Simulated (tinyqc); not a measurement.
Precursor delivery by bubblers, mass-transport growth and the solid composition of a III-V alloy: one step, computed by the program tinyqc.

1 sccm = 44.615 micromol/min; 1 torr = 133.322 Pa. The sources decompose fully at the surface.

Question. Partial pressures in the reactor. p_i = p n_i/(44615 F_t), F_t in slm; p_V = p F_V/(1000 F_t), counted per molecule supplied; V/III = 44.615 F_V/(n1 + n2); vapour fraction of source 2 = n2/(n1 + n2).

Inputs (values chosen for the exercise, modelled on triethylgallium (source 1) and trimethylindium (source 2) for the vapour pressures):
```
quantity             value  unit
bath temperature T1    284     K
bath temperature T2    304     K
total flow F_t         5.2   slm
group-V flow F_V       140  sccm
reactor pressure p     100  torr
```

molar flow 1 = 2.052229 micromol/min

molar flow 2 = 5.224037 micromol/min

Give: p_1; p_2; p_V; V/III ratio; vapour fraction of source 2.

Answer.

p_1 = 8.846e-04 torr

p_2 = 0.002252 torr

p_V = 2.692 torr

V/III ratio = 858.4

vapour fraction of source 2 = 0.7180
